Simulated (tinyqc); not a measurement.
Carrier lifetime from Shockley-Read-Hall, radiative, Auger and surface recombination: one step, computed by the program tinyqc.

Energies are counted from the top of the valence band. Boltzmann statistics, full ionisation, and equal excess densities of electrons and holes.

Task: Steady state under generation. With n = n_0 + dn, p = p_0 + dn and U/dn = 1/tau: (n p - n_i^2)/dn = n_0 + p_0 + dn = s; 1/tau_SRH = s/[tau_p0 (n + n1) + tau_n0 (p + p1)]; 1/tau_rad = B s; 1/tau_Aug = (C_n n + C_p p) s; the rates add. dn solves dn/tau_eff(dn) = G (60 bisections in ln dn between 1e-2 and 1e22 cm^-3); the splitting of the quasi-Fermi levels is k_B T ln(n p/n_i^2).

Inputs (values chosen for the exercise, for a model semiconductor):

| quantity | value | unit |
|---|---|---|
| temperature T | 250 | K |
| radiative coefficient B | 7.8e-15 | cm^3/s |
| Auger coefficient C_n | 1.3e-31 | cm^6/s |
| Auger coefficient C_p | 3.2e-30 | cm^6/s |
| generation rate G | 8.1e+18 | cm^-3 s^-1 |

Doping: p-type. Surface term: none.

n_0 = 0.001187504 cm^-3

p_0 = 1.70e+16 cm^-3

tau_p0 = 3.924908e-07 s

n1 = 0.01404284 cm^-3

tau_n0 = 7.091334e-08 s

p1 = 1.437570e+15 cm^-3

n_i = 4493057 cm^-3

Constants: k_B = 8.617333262e-05 eV/K.

Give: steady excess density; lifetime in the steady state; quasi-Fermi splitting under G.

Result:

steady excess density = 6.2303e+11 cm^-3

lifetime in the steady state = 7.6918e-08 s

quasi-Fermi splitting under G = 0.73019 eV
